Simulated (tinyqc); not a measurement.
Koster-Slater impurity in a tight-binding band, by Green functions and by supercells: one step, computed by the program tinyqc. Command: `OMP_NUM_THREADS=1 python tinyqc.py 3014416 3014417 out.jsonl kosterslater walk`. One thread of a shared host (Intel(R) Xeon(R) Processor @ 2.30GHz), about 0.06 s of CPU time with the checks.

One orbital per site, e(k) = -2 t sum cos(k_i) over 3 direction(s), band from -6 t to 6 t, lattice constant 1. One site has the extra energy U. Spin is left out.

Problem. Scattering. T = U/(1 - U G0); phase shift delta = -arg(1 - U G0) in (-pi, pi]; host density of states -Im G0/pi; on the impurity -Im[G0/(1 - U G0)]/pi; lifetime of a band state hbar/(-2 c Im T).

Inputs (values chosen for the exercise, for a model band): impurity potential U = -10.7 eV; impurity concentration c = 0.0009 per site.

Lattice: simple cubic.

G0(E + i eta) = 0.0655529-0.2274931i 1/eV

Constants: hbar = 6.582119569e-16 eV s.

Give: T matrix; phase shift delta; host density of states; density of states on the impurity; scattering lifetime.

Solution.

T matrix = -2.064-2.953i eV

phase shift delta = 0.9608 rad

host density of states = 0.07241 1/eV

density of states on the impurity = 0.008210 1/eV

scattering lifetime = 123.8 fs

The Born approximation would take Im T = U^2 Im G0 = -26.0 eV, 8.82 times the full value.
